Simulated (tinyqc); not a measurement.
Worked calculation: Hueckel theory of the pi electrons with the omega technique, for the molecule C=CC(=C)C(=N)Cl (SMILES; centres numbered as the heavy atoms are written). One step of it, computed by the program tinyqc.

Problem. Energy, charges, bond orders. E = sum n x; q_r = z_r - P_rr; bond order p = P_rs; free valence = sqrt(3) - sum of p over the bonds of the atom.

final x values: [2.227647, 1.840484, 1.084901, 0.594069, -0.427724, -0.920080, -1.899296]

occupations: [2.000000, 2.000000, 2.000000, 2.000000, 0.000000, 0.000000, 0.000000]

final P, order 1C, 2C, 3C, 4C, 5C, 6N, 7Cl:
$$\begin{pmatrix}
0.996294 & 0.908300 & 0.004703 & -0.407582 & -0.092466 & 0.011222 & 0.012484 \\
0.908300 & 0.998759 & 0.408256 & -0.011818 & 0.011877 & -0.088857 & -0.011820 \\
0.004703 & 0.408256 & 0.995461 & 0.815330 & 0.408327 & -0.028137 & -0.031590 \\
-0.407582 & -0.011818 & 0.815330 & 0.955762 & 0.083886 & -0.398613 & -0.032980 \\
-0.092466 & 0.011877 & 0.408327 & 0.083886 & 0.898512 & 0.886773 & 0.144478 \\
0.011222 & -0.088857 & -0.028137 & -0.398613 & 0.886773 & 1.174728 & -0.124085 \\
0.012484 & -0.011820 & -0.031590 & -0.032980 & 0.144478 & -0.124085 & 1.980483
\end{pmatrix}$$

Centres:
```
centre  z_r, pi electrons of the neutral centre         h
1C                                            1  0.000000
2C                                            1  0.000000
3C                                            1  0.000000
4C                                            1  0.000000
5C                                            1  0.000000
6N                                            1  0.500000
7Cl                                           2  2.000000
```

Bonds:
```
i  j         k
1  2         1
2  3         1
3  4         1
3  5         1
5  6         1
5  7  0.400000
```

Give: pi energy = 8 alpha + this times beta; pi charges; Bond orders and lengths from R = 1.517 - 0.180 p; free valence of the carbons; gap between the highest filled and the next level.

Solution.

pi energy = 8 alpha + this times beta = 11.4942

pi charges: 1C 0.0037, 2C 0.0012, 3C 0.0045, 4C 0.0442, 5C 0.1015, 6N -0.1747, 7Cl 0.0195

Bond orders and lengths from R = 1.517 - 0.180 p (angstrom, C-C alone):
```
bond       p       R
1-2   0.9083  1.3535
2-3   0.4083  1.4435
3-4   0.8153  1.3702
3-5   0.4083  1.4435
5-6   0.8868       -
5-7   0.1445       -
```

free valence of the carbons: 1C 0.8238, 2C 0.4155, 3C 0.1001, 4C 0.9167, 5C 0.2925

gap between the highest filled and the next level = 1.0218 |beta|
